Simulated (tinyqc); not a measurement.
Thin film between two gates, subbands and threshold shift from confinement: two steps of the calculation.

Undoped body with a flat potential across it, hard walls, transport along x. Three valley pairs (g = 2 each) with the longitudinal mass along x, y or z. Non-parabolicity enters the subband edges through E (1 + al E) = gamma, so E = 2 gamma/(1 + sqrt(1 + 4 al gamma)); motion within a subband is taken as parabolic with the band-edge mass. Energies are counted from the bulk band edge.

Inputs (values chosen for the exercise); masses close to those of silicon: temperature T = 300 K; longitudinal mass ml = 0.91 m0; transverse mass mt = 0.188 m0; non-parabolicity al = 0.5 1/eV; film thickness (along z) t = 9.8 nm; widening of the box by penetration into the insulator dl = 0.3 nm.

Constants: q = 1.602176634e-19 C, kB = 1.380649e-23 J/K, hbar = 1.054571817e-34 J s, m0 = 9.1093837015e-31 kg, Vt = kB T/q, hbar^2/(2 m0) = 0.0380998212 eV nm^2. Results are converted to the units shown.

Task 1. Lowest subbands. gamma = C (pi k/(t + dl))^2/mz, C = hbar^2/(2 m0). List the 6 lowest, labelled by valley axis and quantum numbers, with degeneracy g and N_k: N_k = g sqrt(mx my) m0 kB T/(pi hbar^2).

Give: E_k; g; N_k.

Result 1.

```
subband  E_k (eV)  g  N_k (cm^-2)
z1       0.004043  2     4.060e12
z2        0.01607  2     4.060e12
x1        0.01942  2     8.933e12
y1        0.01942  2     8.933e12
z3        0.03582  2     4.060e12
z4        0.06284  2     4.060e12
```

Task 2. Threshold shift. Each subband has N_k = g sqrt(mx my) m0 kB T/(pi hbar^2); without degeneracy n = exp(EF/Vt) sum N_k exp(-E_k/Vt). Classical value Nc times t, Nc = sum over valleys of 2 g (m m0 kB T/(2 pi hbar^2))^1.5 with m = (mx my mz)^(1/3). Threshold shift dVT = Vt ln(classical value/sum N_k exp(-E_k/Vt)). Use the subbands listed.

```
subband      E_k (eV)   N_k (cm^-2)
z1       0.0040426076  4.0604969e12
z2        0.016073930  4.0604969e12
x1        0.019418946  8.9334859e12
y1        0.019418946  8.9334859e12
z3        0.035815631  4.0604969e12
z4        0.062838147  4.0604969e12
```

Give: shares; sum N_k exp(-E_k/Vt); Nc; classical value; dVT.

Result 2.

shares, subband z1 to z4 (%): [22.47, 14.11, 27.27, 27.27, 6.57, 2.31]
sum N_k exp(-E_k/Vt) = 1.546e13 cm^-2
Nc = 2.700e19 cm^-3
classical value = 2.646e13 cm^-2
dVT = 13.90 mV

tinyqc, about 0.08 s, one thread, Intel Xeon 2.30GHz (shared host): `OMP_NUM_THREADS=1 python tinyqc.py 2350105 2350106 out.jsonl`
